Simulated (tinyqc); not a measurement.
Carrier lifetime from Shockley-Read-Hall, radiative, Auger and surface recombination: one step, computed by the program tinyqc. Command: `OMP_NUM_THREADS=1 python tinyqc.py 3028924 3028925 out.jsonl lifetime walk`. One thread of a shared host (Intel(R) Xeon(R) Processor @ 2.30GHz), about 0.03 s of CPU time with the checks.

Energies are counted from the top of the valence band. Boltzmann statistics, full ionisation, and equal excess densities of electrons and holes.

Question. Equilibrium densities. N_c = 2 M_c (2 pi m_e k_B T/h^2)^(3/2) and N_v = 2 (2 pi m_h k_B T/h^2)^(3/2), masses in units of m_0. n_i = sqrt(N_c N_v) exp(-E_g/2 k_B T); majority density N/2 + sqrt(N^2/4 + n_i^2), minority density n_i^2 over it.

Inputs (values chosen for the exercise, for a model semiconductor):
```
quantity             value   unit
gap E_g               2.31     eV
electron mass m_e    0.466    m_0
valleys M_c              3      -
hole mass m_h        0.981    m_0
temperature T          400      K
doping N           4.6e+15  cm^-3
```

Doping: n-type. Surface term: two equal surfaces.

Constants: m_0 = 9.1093837015e-31 kg; k_B = 1.380649e-23 J/K; h = 6.62607015e-34 J s; k_B = 8.617333262e-05 eV/K.

Give: N_c; N_v; n_i; n_0; p_0.

Answer.

N_c = 3.687e+19 cm^-3

N_v = 3.754e+19 cm^-3

n_i = 1.043e+05 cm^-3

n_0 = 4.60e+15 cm^-3

p_0 = 2.364e-06 cm^-3
